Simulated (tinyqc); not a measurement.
Changing the roughness of the surface sigma_1: X-ray reflectivity of a thin film on silicon: critical angles, Parratt recursion, fringes and roughness. Computed by tinyqc, a small Python program. Command: `OMP_NUM_THREADS=1 python tinyqc.py 3121394 3121395 out.jsonl xrr sweep`. One thread of a shared host (Intel(R) Xeon(R) Processor @ 2.30GHz), about 0.01 s of CPU time with the checks.

n = 1 - delta + i beta; the classical electron radius is r_e = 2.8179403e-6 nm. Layer 0 is vacuum, 1 the film, 2 the substrate.

Inputs (values chosen for the exercise, modelled on Al2O3 on silicon, copper K-alpha radiation):
```
quantity                                        value     unit
wavelength lambda                             0.15406       nm
film density rho                                 3.21   g/cm^3
effective electrons per unit mass, film         0.491    mol/g
beta/delta, film                                0.013        -
film thickness d                                 4.14       nm
roughness of the interface sigma_2                0.2       nm
substrate density                                2.33   g/cm^3
effective electrons per unit mass, substrate    0.507    mol/g
beta/delta, substrate                           0.023        -
grazing angle theta                               1.8  degrees
```

Constants: N_A = 6.02214076e+23 1/mol.

Method:
- delta = r_e lambda^2 rho_e/(2 pi), rho_e = density x electrons per mass x N_A; critical angle sqrt(2 delta), q_c = 4 sqrt(pi r_e rho_e).
- k_j = (2 pi/lambda) sqrt(sin^2 theta - 2 delta_j + 2 i beta_j); r_ij = (k_i - k_j)/(k_i + k_j) x exp(-2 k_i k_j sigma^2) (Nevot-Croce); r = (r_01 + r_12 p)/(1 + r_01 r_12 p), p = exp(2 i k_1 d); R = |r|^2.
- Far above the critical angle the period is d theta = lambda/(2 d), or 2 pi/d in q; the envelope runs between (|r_01| - |r_12 p|)^2 and (|r_01| + |r_12 p|)^2; contrast = 2 a b/(a^2 + b^2) with a = |r_01|, b = |r_12 p|; roughness factors on the amplitudes are about exp(-q^2 sigma^2/2).

One run for each value:
```
roughness of the surface sigma_1 (nm)   contrast  roughness factor, surface  reflectivity R
0.0                                    4.225e-01                  1.000e+00       3.343e-05
0.2                                    4.745e-01                  8.770e-01       2.665e-05
0.4                                    6.544e-01                  5.915e-01       1.396e-05
0.6                                    9.456e-01                  3.068e-01       5.557e-06
0.8                                    8.560e-01                  1.224e-01       2.402e-06
1.0                                    3.401e-01                  3.755e-02       1.562e-06
1.2                                    8.379e-02                  8.858e-03       1.366e-06
1.4                                    1.550e-02                  1.607e-03       1.324e-06
1.6                                    2.207e-03                  2.243e-04       1.316e-06
```

What does the table show, and why?

Over the rows, contrast goes from 0.422 through a maximum among these rows, 0.946 at 0.600, to 0.00221; roughness factor, surface falls from 1.00 to 2.24e-4; reflectivity R falls from 3.34e-5 to 1.32e-6. The contrast is largest at sigma_1 = 0.6 nm among these rows, where the two amplitudes are most nearly equal.

Extremes, crossings and ranges named in words are read from the listed rows.
